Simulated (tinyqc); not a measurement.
Worked calculation: lattice vibrations of a chain. Computed by tinyqc, a small Python program that keeps every step. Command: `OMP_NUM_THREADS=1 python tinyqc.py 26453 26454 out.jsonl` (the two numbers bound the seeds that draw the settings). One thread of a shared host (Intel(R) Xeon(R) Processor @ 2.60GHz), about 0.01 s of CPU time with the checks.

## Dynamical matrix at q = 0.09

A chain moving along its axis:

| atom | mass (u) | spring to the next atom (eV/angstrom^2) |
|---|---|---|
| 1 | 9.90000 | 13.60000 |
| 2 | 108.80000 | 12.70000 |
| 3 | 85.20000 | 4.80000 |
| 4 | 67.20000 | 9.90000 |

q is in units of 2 pi/a. A spring k from atom i to atom j, n cells on, adds k to Phi_ii and Phi_jj, -k exp(2 pi i q n) to Phi_ij and the conjugate to Phi_ji (for one atom a cell: 2k (1 - cos 2 pi q n)); D_ij = Phi_ij / sqrt(m_i m_j).

D(q) (eV/(angstrom^2 u)), lower triangle (Hermitian):
```
                   1         2         3        4
1            2.37374
2           -0.41439   0.24173
3            0.00000  -0.13191   0.20540
4  -0.32407-0.20566i   0.00000  -0.06344  0.21875
```

## Frequencies

omega^2 are the eigenvalues; wavenumber = 521.4708 sqrt(eigenvalue) 1/cm.

eigenvalues: 0.00254  0.20196  0.32113  2.51398

wavenumbers (1/cm): 26.3  234.4  295.5  826.8

weights |e|^2 of the mass-weighted modes:
```
         mode 1   mode 2   mode 3   mode 4
atom 1  0.03614  0.00819  0.01394  0.94174
atom 2  0.40469  0.16600  0.39770  0.03161
atom 3  0.31500  0.13270  0.55210  0.00020
atom 4  0.24418  0.69311  0.03626  0.02645
```

## Dispersion and heat capacity

C/k_B per atom = mean over q = (j + 1/2)/80, j = 0..39 and all branches of y^2 e^y/(e^y - 1)^2, y = hc wavenumber / k_B T.

Wavenumbers (1/cm):

| q | branch 1 | branch 2 | branch 3 | branch 4 |
|---|---|---|---|---|
| 0.00000 | 0.00000 | 238.82887 | 293.06645 | 826.82569 |
| 0.06250 | 18.28188 | 236.61111 | 294.29994 | 826.82307 |
| 0.12500 | 36.41708 | 230.54969 | 297.42976 | 826.81562 |
| 0.18750 | 54.23720 | 221.79656 | 301.37499 | 826.80446 |
| 0.25000 | 71.51609 | 211.34694 | 305.28995 | 826.79130 |
| 0.31250 | 87.88850 | 200.01141 | 308.66948 | 826.77814 |
| 0.37500 | 102.63373 | 188.74797 | 311.23107 | 826.76698 |
| 0.43750 | 114.08633 | 179.34540 | 312.81964 | 826.75952 |
| 0.50000 | 118.78692 | 175.32228 | 313.35712 | 826.75690 |

Heat capacity:

| T (K) | C/k_B per atom |
|---|---|
| 20 | 0.07994 |
| 50 | 0.20406 |
| 100 | 0.41234 |
| 200 | 0.64450 |
| 300 | 0.76441 |
| 600 | 0.91523 |
| 1200 | 0.97624 |

zero-point energy per atom = 21.83314 meV
